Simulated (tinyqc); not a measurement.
# Planar metal-insulator-metal capacitor: capacitance, non-linearity, leakage and relaxation: effects of single changes

A film between two metal electrodes, each interface adding a series capacitance ci. The small-signal permittivity is ek (1 + aq E^2); the field is found with the linear permittivity. Leakage J = J0 sinh(E/Ef). After a voltage step the film passes a relaxation current kr C V tt^(-nr), tt being the time in seconds.

Values chosen for this exercise; permittivity of the order of that of hafnium oxide:
- ek = 19.9 (relative permittivity of the film)
- t = 20 nm (film thickness)
- ci = 1000 uF/cm^2 (capacitance of each electrode interface (dead layer and screening))
- aq = 0.0028 cm^2/MV^2 (quadratic field coefficient of the permittivity)
- V = 2.4 V (bias)
- nr = 0.967 (exponent of the relaxation current)
- kr = 0.00063 (strength of the relaxation)
- J0 = 2.6e-11 A/cm^2 (leakage prefactor)
- Ef = 0.22 MV/cm (field for an e-fold rise of the leakage)
- t0 = 1e-7 s (duration of the write pulse)

Constants: eps0 = 8.8541878128e-14 F/cm where lengths are in cm. Results are converted to the units shown.

Each table varies one quantity; the others keep the values above.

## Capacitance, non-linearity and leakage against thickness

Planar film: Cf = eps0 ek/t, 1/C = 1/Cf + 2/ci, EOT = 3.9 eps0/C, effective permittivity C t/eps0, E = (V/t) C/Cf; quadratic coefficient [C(V)/C - 1]/V^2 with Cf (1 + aq E^2) in C(V).

Result of one run:
```
t (nm)  C (uF/cm^2)  EOT (nm)  effective permittivity  E (MV/cm)  quadratic coefficient (ppm/V^2)  J (A/cm^2)
6.2           2.826     1.222                   19.79      3.849                             7160    5.156e-4
```

What becomes of these results when the film thickness t is changed from 6.2 to 60 nm, all else the same?

Result of the changed run:
```
t (nm)  C (uF/cm^2)  EOT (nm)  effective permittivity  E (MV/cm)  quadratic coefficient (ppm/V^2)  J (A/cm^2)
60           0.2935     11.77                   19.89     0.3998                            77.64   7.789e-11
```

The whole series:
```
t (nm)  C (uF/cm^2)  EOT (nm)  effective permittivity  E (MV/cm)  quadratic coefficient (ppm/V^2)  J (A/cm^2)
4.5           3.885    0.8888                   19.75      5.292                          1.350e4      0.3635
6.2           2.826     1.222                   19.79      3.849                             7160    5.156e-4
8.5           2.064     1.673                   19.82      2.812                             3827    4.621e-6
12            1.464     2.359                   19.84      1.994                             1927    1.123e-7
16            1.099     3.143                   19.86      1.497                             1087    1.171e-8
23           0.7649     4.514                   19.87      1.042                            526.9    1.481e-9
31           0.5677     6.082                   19.88     0.7733                            290.4   4.366e-10
43           0.4094     8.434                   19.88     0.5577                            151.1   1.630e-10
60           0.2935     11.77                   19.89     0.3998                            77.64   7.789e-11
```

C falls from 3.89 to 0.293 uF/cm^2 while the effective permittivity goes from 19.7 to 19.9 (ek = 19.9). EOT is a straight line in t with slope 3.9/ek = 0.196 and intercept 0.00691 nm. The quadratic coefficient goes as t^(-1.98) between the first two rows and t^(-2.00) between the last two (-2 without interfaces), and J falls by 9.67 decades.

## Charge lost after writing

Planar film: Cf = eps0 ek/t, 1/C = 1/Cf + 2/ci, EOT = 3.9 eps0/C, effective permittivity C t/eps0, E = (V/t) C/Cf. A capacitor written for t0 and then left open loses, as a share of C V, kr (tt^(1 - nr) - t0^(1 - nr))/(1 - nr) by relaxation and J tt/(C V) by leakage; both are taken as small, and rows far outside that range are left out.

The same in every row: leakage current (nA/cm^2) = 3.0106.

Charge lost after writing:
```
tt (s)  relaxation current (nA/cm^2)  loss by relaxation (%)  loss by leakage (%)  total loss (%)
1e-6                        8.4287e5                0.088544            1.4264e-7        0.088544
1e-5                           90941                 0.18408            1.4264e-6         0.18408
0.0001                        9812.0                 0.28716            1.4264e-5         0.28717
0.001                         1058.7                 0.39837            1.4264e-4         0.39851
0.01                          114.22                 0.51836            0.0014264         0.51979
0.1                           12.324                 0.64783             0.014264         0.66210
1                             1.3297                 0.78752              0.14264         0.93016
10                           0.14347                 0.93824               1.4264          2.3646
```

What does the comparison show?

The two currents are equal at tt = 0.430 s. The loss by relaxation grows from 0.0885 to 0.938 %, by 0.0955 points over the first decade and 0.151 over the last, while the loss by leakage grows tenfold a decade. Leakage is the larger loss for tt = 10 s.

tinyqc, about 0.01 s, one thread, Intel Xeon 2.30GHz (shared host): `OMP_NUM_THREADS=1 python tinyqc.py 2102141 2102142 out.jsonl`
